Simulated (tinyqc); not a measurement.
Ellipsoidal valleys in the axes of a wafer and a channel: one step. Tensors of the valley [-11-1]. Three cases, with inputs chosen for the exercise.

Task: Form w and the reduced tensor u.

Valleys with axes a along [111], [1-1-1], [-11-1] and [-1-11], one whole valley each; inverse mass tensor w = 1/mt + (1/ml - 1/mt) a a. Device axes: z = nz/|nz|, x = nx/|nx|, y = z cross x; in them a = (ax, ay, az). Confinement mass mz = 1/w_zz. In the plane w_ij is replaced by u_ij = w_ij - w_iz w_jz/w_zz (i, j = x, y); density-of-states mass md = 1/sqrt(det u); conductivity mass along x mc = 1/u_xx; ballistic transport mass mx = u_yy/det u, width mass my = 1/u_yy.

Case 1.

Values chosen (out of a larger set: near those of the L valleys of Ge; not measured data): ml = 1.532 m0 (longitudinal mass); mt = 0.081 m0 (transverse mass).

valley axes:
```
                ax         ay         az
[111]     0.577350  -0.258199   0.774597
[1-1-1]  -0.577350   0.774597   0.258199
[-11-1]  -0.577350  -0.774597  -0.258199
[-1-11]   0.577350   0.258199  -0.774597
```

Case 2.

Values chosen (out of a larger set: near those of the L valleys of Ge; not measured data): ml = 1.603 m0 (longitudinal mass); mt = 0.081 m0 (transverse mass).

valley axes:
```
                ax         ay         az
[111]     0.333333   0.000000   0.942809
[1-1-1]   0.333333  -0.816497  -0.471405
[-11-1]   0.333333   0.816497  -0.471405
[-1-11]  -1.000000   0.000000   0.000000
```

Case 3.

Values chosen (out of a larger set: near those of the L valleys of Ge; not measured data): ml = 1.648 m0 (longitudinal mass); mt = 0.082 m0 (transverse mass).

valley axes:
```
                ax         ay         az
[111]     0.000000   0.000000   1.000000
[1-1-1]   0.471405  -0.816497  -0.333333
[-11-1]   0.471405   0.816497  -0.333333
[-1-11]  -0.942809   0.000000  -0.333333
```

Give: w; u.

Result:

Case 1.

w (1/m0):
```
         x        y        z
x   8.4480  -5.2292  -1.7431
y  -5.2292   5.3299  -2.3386
z  -1.7431  -2.3386  11.5661
```

u (1/m0):
```
         x        y
x   8.1853  -5.5817
y  -5.5817   4.8571
```

Case 2.

w (1/m0):
```
         x        y       z
x  11.0433  -3.1903  1.8419
y  -3.1903   4.5311  4.5117
z   1.8419   4.5117  9.7408
```

u (1/m0):
```
         x        y
x  10.6950  -4.0434
y  -4.0434   2.4414
```

Case 3.

w (1/m0):
```
         x        y        z
x   9.6199  -4.4603   1.8209
y  -4.4603   4.4696   3.1539
z   1.8209   3.1539  10.9075
```

u (1/m0):
```
         x        y
x   9.3159  -4.9869
y  -4.9869   3.5576
```

The axis is tilted against the normal, so w_xz or w_yz is not zero and the reduction changes the masses in the plane.

Computed by tinyqc, one run a case: `OMP_NUM_THREADS=1 python tinyqc.py N N+1 out.jsonl` with N = 1880156, 1880163, 1880406; one thread of a shared Intel(R) Xeon(R) Processor @ 2.30GHz, about 0.01 s a run at most.
